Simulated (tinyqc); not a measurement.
Inside a calculation: exciton in a hard-walled quantum well (variational). Values are carried at full precision from step to step, so a last printed digit may differ when a step is redone from the rounded ones.

Constants: Ry = 13.60569312 eV; a0 (Bohr radius) = 0.5291772105 angstrom; hbar^2/2m0 = 3.80998211 eV angstrom^2; e^2/(4 pi eps0) = 14.39964547 eV angstrom.

Parameters, chosen for this exercise (near those of GaN; shifted at random, so the results belong to these values and not to a real crystal): me = 0.191 m0 (electron mass); mh = 0.936 m0 (hole mass); eps = 9.5 (dielectric constant); Eg = 3.543 eV (gap); L = 26 angstrom (well width); lams = (13, 18, 22, 26, 32, 39, 53) angstrom (trial lengths).

## Exciton units

1/mu = 1/me + 1/mh, Ry* = Ry mu/eps^2, a* = a0 eps/mu.

mu = 0.15863 m0
Ry* = 23.914 meV
a* = 31.69 angstrom

## Hydrogen-like series

Binding Ry*/n^2 in three dimensions and Ry*/(n - 1/2)^2 in two; strengths relative to n = 1 go as 1/n^3 and (1/2)^3/(n - 1/2)^3. Lines at Eg less the binding.

Series:

| n | 3D binding (meV) | 3D line (eV) | 3D strength | 2D binding (meV) | 2D line (eV) | 2D strength |
|---|---|---|---|---|---|---|
| 1 | 23.91 | 3.5191 | 1.0000 | 95.66 | 3.4473 | 1.0000 |
| 2 | 5.98 | 3.5370 | 0.1250 | 10.63 | 3.5324 | 0.0370 |
| 3 | 2.66 | 3.5403 | 0.0370 | 3.83 | 3.5392 | 0.0080 |
| 4 | 1.49 | 3.5415 | 0.0156 | 1.95 | 3.5410 | 0.0029 |

## The form factor

Electron and hole in the lowest states cos(pi z/L) of a hard-walled well; relative motion in the plane exp(-rho/lam). E(lam) = c/(mu lam^2) - (q/eps) <1/r>, <1/r> = integral over k from 0 to infinity of F(kL) (1 + (k lam/2)^2)^(-3/2), F(x) = [3x + 8 pi^2/x - 32 pi^4 (1 - exp(-x))/(x^2 (x^2 + 4 pi^2))]/(x^2 + 4 pi^2); c = hbar^2/2m0, q = e^2/(4 pi eps0). E is counted from the subband edge.

F at k = 0.5/a*, 1/a*, 2/a*, 4/a* and 8/a*.

Form factor:

| k a* | k L | F |
|---|---|---|
| 0.5 | 0.4102 | 0.9204 |
| 1.0 | 0.8204 | 0.8503 |
| 2.0 | 1.6408 | 0.7330 |
| 4.0 | 3.2817 | 0.5644 |
| 8.0 | 6.5633 | 0.3736 |

## Scan over the trial length

Evaluate the integral numerically for each lam.

Scan:

| lam (angstrom) | <1/r> (1/angstrom) | kinetic (meV) | Coulomb (meV) | E (meV) |
|---|---|---|---|---|
| 13 | 0.09759 | 142.119 | -147.919 | -5.800 |
| 18 | 0.07737 | 74.130 | -117.281 | -43.151 |
| 22 | 0.06653 | 49.624 | -100.844 | -51.220 |
| 26 | 0.05842 | 35.530 | -88.551 | -53.022 |
| 32 | 0.04945 | 23.455 | -74.957 | -51.502 |
| 39 | 0.04199 | 15.791 | -63.640 | -47.849 |
| 53 | 0.03230 | 8.550 | -48.961 | -40.411 |

## The minimum

Minimise E over lam.

lam = 26.3 angstrom
binding energy = 53.03 meV
in Ry* = 2.217
lam/a* = 0.830

The strict two-dimensional limit is 4 Ry* with lam = a*/2; L/a* = 0.82 here.

## Checks

- Binding of a very thin well (L = a*/5000) against 4 Ry*, meV: 95.6 against 95.7.
- F(3) from a double integral on a grid against the closed form: both 0.5885.

Program tinyqc; command `OMP_NUM_THREADS=1 python tinyqc.py 1281218 1281219 out.jsonl`; about 0.03 s on one thread of a shared Intel(R) Xeon(R) Processor @ 2.30GHz.
